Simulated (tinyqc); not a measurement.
From one set of inputs to another, one input at a time: correction of a charged-defect supercell by a model charge and potential alignment (plane-averaged potentials). Computed by tinyqc, a small Python program. Command: `OMP_NUM_THREADS=1 python tinyqc.py 3113429 3113430 out.jsonl align ladder`. One thread of a shared host (Intel(R) Xeon(R) Processor @ 2.30GHz), about 0.02 s of CPU time with the checks.

The "true" defect charge is (1 - x) q in a Gaussian of width sigma plus x q in one of width sigma_t, so the exact answer is known; the correction sees only a single model Gaussian of width sigma_m. A Gaussian of width s has the transform rho(G) = exp(-G^2 s^2/2), normalised to 1. A uniform background cancels q, so G = 0 is left out. Potentials are those felt by a unit positive charge. E_0 is the formation energy of the isolated defect, E_cell its value in the supercell, E_lat = E_iso - E_per of the model charge, C the true less the model potential far from the defect; the exact correction is E_0 - E_cell, and the error of a scheme is E_cell plus its correction less E_0.

The inputs printed are set A. Inputs not listed in the table keep their values of set A, so the rows need not describe a real material.

Inputs (values chosen for the exercise, with screening close to that of Al2O3):
```
quantity                                     value      unit
defect charge q                                  1         e
dielectric constant eps                       9.25         -
edge of the cubic cell L                      15.3  angstrom
width sigma of the true defect charge          1.3  angstrom
width sigma_m of the model charge              1.1  angstrom
share x of the charge in a wide tail          0.28         -
width sigma_t of the tail                      2.1  angstrom
formation energy of the isolated defect E_0   5.51        eV
```

Constants: e^2/(4 pi eps_0) = 14.39964548 eV angstrom.

Method:
- Periodic energy E_per = (2 pi q^2/(eps L^3)) (e^2/(4 pi eps_0)) sum_(G != 0) rho(G)^2/G^2, G = (2 pi/L)(n1, n2, n3), |n_i| <= 16. Isolated energy: two Gaussians of charges q_a, q_b and widths a, b interact by q_a q_b (e^2/(4 pi eps_0 eps)) sqrt(2/pi)/sqrt(a^2 + b^2), and the self-energy is half the sum over pairs.
- Supercell value E_cell = E_0 + E_per - E_iso for the true charge.
- E_lat = E_iso - E_per for the model charge; point-charge value alpha q^2 e^2/(4 pi eps_0 eps 2 L) with alpha = 2.837297.
- Plane-averaged potential at distance z from the defect: V(z) = (4 pi q/(eps L^3)) (e^2/(4 pi eps_0 e)) sum_(m != 0) rho(G_m) cos(G_m z)/G_m^2, G_m = 2 pi m/L, |m| <= 40.
- C = difference at z = L/2; E_corr = E_cell + E_lat - q C. For charges that have died out at L/2, C = (2 pi q/(eps L^3)) (e^2/(4 pi eps_0 e)) (<s^2> - sigma_m^2), <s^2> = (1 - x) sigma^2 + x sigma_t^2.

Each row keeps all changes above it; columns: (1) input moved; (2) from; (3) to; (4) exact correction (eV); (5) error without alignment (meV); (6) error with the point-charge term alone (meV):
```
(1)                                                (2)    (3)      (4)     (5)     (6)
set A                                                -      -  0.13765  3.3908  6.6952
width sigma of the true defect charge (angstrom)   1.3    1.4  0.13712  3.9217  7.2261
dielectric constant eps                           9.25   21.4  0.05927  1.6951  3.1234
edge of the cubic cell L (angstrom)               15.3   17.8  0.05164  1.0765  1.9836
width sigma_m of the model charge (angstrom)       1.1    1.2  0.05164  0.9041  1.9836
width sigma_t of the tail (angstrom)               2.1    2.8  0.05092  1.6240  2.7035
share x of the charge in a wide tail              0.28  0.057  0.05191  0.6411  1.7206
```

Which inputs carry the difference?

Exact correction goes from 0.138 to 0.0519, a factor 0.377 in all. The largest single move comes from dielectric constant eps (a factor 0.432). Error without alignment goes from 3.39 to 0.641, a factor 0.189 in all. The largest single move comes from share x of the charge in a wide tail (a factor 0.395), and width sigma_t of the tail works against it (a factor 1.80). Error with the point-charge term alone goes from 6.70 to 1.72, a factor 0.257 in all. The largest single move comes from dielectric constant eps (a factor 0.432), and width sigma_t of the tail works against it (a factor 1.36). The single moves hold for this order of the switches; the total does not depend on the order.

Extremes, crossings and ranges named in words are read from the listed rows.
